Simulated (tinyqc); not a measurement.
A log to judge: nudged elastic band on a two-dimensional model surface. Computed by tinyqc. Command: `OMP_NUM_THREADS=1 python tinyqc.py 3004860 3004861 out.jsonl neb walk`. One thread of a shared host (Intel(R) Xeon(R) Processor @ 2.30GHz), about 0.3 s of CPU time with the checks.

V(x, y) = -A (cos kx + cos ky) - B cos kx cos ky + (C sin ky + S sin kx)(1 - cos kx), k = 2 pi/a; the atom hops from the minimum at (0, 0) to that at (a, 0).

Inputs (values chosen for the exercise, for a model surface):

| quantity | value | unit |
|---|---|---|
| amplitude A | 0.2 | eV |
| amplitude B | -0.027 | eV |
| skew C | 0.077 | eV |
| asymmetry S | -0.038 | eV |
| period a | 2.6 | angstrom |
| movable images n | 6 | - |
| spring constant k_s | 0.24 | eV/angstrom^2 |
| step factor eta | 0.0075 | angstrom^2/eV |
| iteration cap | 100 | - |

Surface: adatom on a square lattice. Climbing image: on.

Method:
- Newton steps x(new) = x - H^-1 grad V (moves limited to 0.3 angstrom) from (0, 0), (a, 0) and (a/2, 0) give the two minima and the saddle.
- Tangent at image i: towards the higher neighbour if the energies rise or fall through i; at a maximum or minimum, tau = t+ dmax + t- dmin if V(i+1) > V(i-1), else t+ dmin + t- dmax, with t+ = R(i+1) - R(i), t- = R(i) - R(i-1) and dmax, dmin the larger and smaller of |V(i+1) - V(i)| and |V(i-1) - V(i)|; then normalise. Force F = -grad V + (grad V.tau) tau + k_s (|t+| - |t-|) tau.
- With a climbing image, the highest image feels instead F = -grad V + 2 (grad V.tau) tau and no spring.
- Update R(new) = R + eta F; the end points stay fixed.
- Start on the straight line; stop when the largest force is below 1e-4 or above 1e6 eV/angstrom.

Course of the band:

| iteration | highest image (eV) | largest force (eV/angstrom) |
|---|---|---|
| 1 | 0.360210 | 0.356145 |
| 2 | 0.359289 | 0.352637 |
| 3 | 0.358385 | 0.349149 |
| 4 | 0.357497 | 0.345681 |
| 5 | 0.356627 | 0.342233 |
| 6 | 0.355772 | 0.338805 |
| 7 | 0.354934 | 0.335398 |
| 8 | 0.354112 | 0.332013 |
| 9 | 0.353306 | 0.328649 |
| ... | ... | ... |
| 92 | 0.322142 | 0.130432 |
| 93 | 0.322015 | 0.128923 |
| 94 | 0.321891 | 0.127431 |
| 95 | 0.321770 | 0.125955 |
| 96 | 0.321652 | 0.124496 |
| 97 | 0.321536 | 0.123053 |
| 98 | 0.321423 | 0.121626 |
| 99 | 0.321313 | 0.120215 |
| 100 | 0.321205 | 0.118820 |

Band at the end:

| image | x (angstrom) | y (angstrom) | E (eV) |
|---|---|---|---|
| 0 | 0.00000 | 0.000000 | 0.000000 |
| 1 | 0.36631 | -0.050234 | 0.050605 |
| 2 | 0.73528 | -0.121088 | 0.145573 |
| 3 | 1.11271 | -0.162974 | 0.258068 |
| 4 | 1.48056 | -0.163460 | 0.321205 |
| 5 | 1.86372 | -0.125020 | 0.235343 |
| 6 | 2.23448 | -0.058759 | 0.071808 |
| 7 | 2.60000 | 0.000000 | 0.000000 |

Can the last value be used, and what does the course show?

No. Not converged within 100 iterations: the residual falls at every step, but slowly, by a factor of about 0.988 a step. Reruns converge with step factor eta = 0.19, iteration cap = 600. Reruns still fail with step factor eta = 0.0013, iteration cap = 600; and with iteration cap = 600.
